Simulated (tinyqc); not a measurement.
Overlap of hydrogenic dopants: pairs, impurity band and the Mott density: one step. A pair with one electron.

Ry* = Ry m/eps^2, aB = a0 eps/m. For 1s orbitals a distance rho = R/aB apart, in Ry*: overlap S = exp(-rho)(1 + rho + rho^2/3), J = (2/rho)(1 - (1 + rho) exp(-2 rho)) (attraction to the other ion), Kx = 2 (1 + rho) exp(-rho) (exchange of one electron). One electron on a pair has E = -1 - (J +/- Kx)/(1 +/- S), without the repulsion 2/rho of the ions. Hopping after orthogonalisation: t = (Kx - S J)/(1 - S^2), half the splitting. Dopants on a lattice with z neighbours, n = (3 sqrt3/4)/R^3 (bcc), give a band of width B = 2 z t, as on any lattice of two interpenetrating sublattices. Valleys, central cells and disorder are left out.

Values chosen for the exercise (out of a larger set: an isotropic mass and dielectric constant of the size used for donors in SiC; not measured data): rho = 3.4 aB (distance of a pair).

Ry* = 56.53335 meV
aB = 13.40582 angstrom

Problem. Form S, J, Kx, the two levels, t, and the total energy of the lower state with the repulsion, relative to a distant pair (-1).

Give: S, J, Kx; levels; t; energy of the pair against a distant one (negative: bound).

Solution.

S, J, Kx: 0.27544  0.58535  0.29368

levels (Ry*): even -1.68920, odd -1.40255

t = 0.14333 Ry*
energy of the pair against a distant one (negative: bound) = -0.10097 Ry*

In this host the pair is 4.6 nm long and its splitting 2t is 16.21 meV.

Program tinyqc; command `OMP_NUM_THREADS=1 python tinyqc.py 1482703 1482704 out.jsonl`; about 0.01 s on one thread of a shared Intel(R) Xeon(R) Processor @ 2.30GHz.
